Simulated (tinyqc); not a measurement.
Competing polymorphs of an oxide film: bulk, surface, grain-boundary, dopant and field terms. Changing the grain radius R. Computed by tinyqc, a small Python program. Command: `OMP_NUM_THREADS=1 python tinyqc.py 3001648 3001649 out.jsonl polymorph sweep`. One thread of a shared host (Intel(R) Xeon(R) Processor @ 2.30GHz), about 0.01 s of CPU time with the checks.

Phases: monoclinic m (reference), polar orthorhombic o, tetragonal t. Free energies per formula unit (f.u.); 1 J/m^2 x angstrom^3/nm = 6.241509 meV.

Inputs (values chosen for the exercise, for a model oxide):

| quantity | value | unit |
|---|---|---|
| energy of the polar phase o over m | 80.6 | meV/f.u. |
| energy of the tetragonal phase t over m | 152 | meV/f.u. |
| entropy of o over m | 0.0099 | meV/(f.u. K) |
| entropy of t over m | 0.069 | meV/(f.u. K) |
| surface energy of m | 3.39 | J/m^2 |
| surface energy of o | 2.96 | J/m^2 |
| surface energy of t | 2.65 | J/m^2 |
| grain-boundary energy over surface energy | 0.78 | - |
| volume per formula unit Omega | 35.4 | angstrom^3 |
| film thickness h | 17 | nm |
| temperature T | 300 | K |
| dopant content x | 5.5 | % |
| shift of o per % of dopant | -6.6 | meV/f.u. |
| shift of t per % of dopant | -19 | meV/f.u. |
| width sigma of ln R | 0.26 | - |
| interlayer thickness (SiO2) | 0.53 | nm |

Geometry: columnar grains in a film.

permittivities of m, o, t: 21  29  44

Method:
- Bulk term b = H - T S + (shift) x, zero for m. The undoped bulk turns from m to t at T = H_t/S_t.
- Area per volume: A = 2/h + f_b/R (two free faces; the side wall 2/R is shared by two grains and carries f_b gamma); G = b + gamma Omega A.
- With G = b + gamma Omega A (b the bulk free energy per formula unit, A the area per volume), two phases i, j cross at A_ij = (b_j - b_i)/(Omega (gamma_i - gamma_j)); o has a window only if A_mo < A_ot.
- Grain radii are log-normal by volume with median R and width sigma; the share with A above A* is that with radius below R*, R* = f_b/(A* - 2/h) (all grains if A* <= 2/h), share = (1/2) erfc[-ln(R*/R)/(sqrt 2 sigma)]. Effective permittivity of a layer of thickness h built of such grains, taken in parallel: sum of share x eps; EOT = interlayer + 3.9 h/eps.

One run for each value:

| grain radius R (nm) | G(o) - G(m) (meV/f.u.) | G(t) - G(o) (meV/f.u.) | share of o | effective permittivity |
|---|---|---|---|---|
| 2.5 | 0.51 | -43.96 | 0 | 44.00 |
| 3.7 | 10.12 | -37.03 | 0 | 44.00 |
| 5.5 | 16.68 | -32.30 | 0 | 44.00 |
| 8.2 | 21.12 | -29.10 | 0 | 43.94 |
| 12.0 | 23.98 | -27.04 | 0 | 41.80 |
| 18.0 | 26.04 | -25.56 | 0 | 30.21 |
| 27.0 | 27.41 | -24.57 | 0 | 21.81 |
| 40.0 | 28.30 | -23.92 | 0 | 21.01 |
| 60.0 | 28.92 | -23.48 | 0 | 21.00 |

Over the rows, G(o) - G(m) (meV/f.u.) rises from 0.510 to 28.9; G(t) - G(o) (meV/f.u.) rises from -44.0 to -23.5; share of o does not change.

Caution (all rows): this is an equilibrium ranking; real films often keep the phase that nucleates first on cooling from t.

Extremes, crossings and ranges named in words are read from the listed rows.
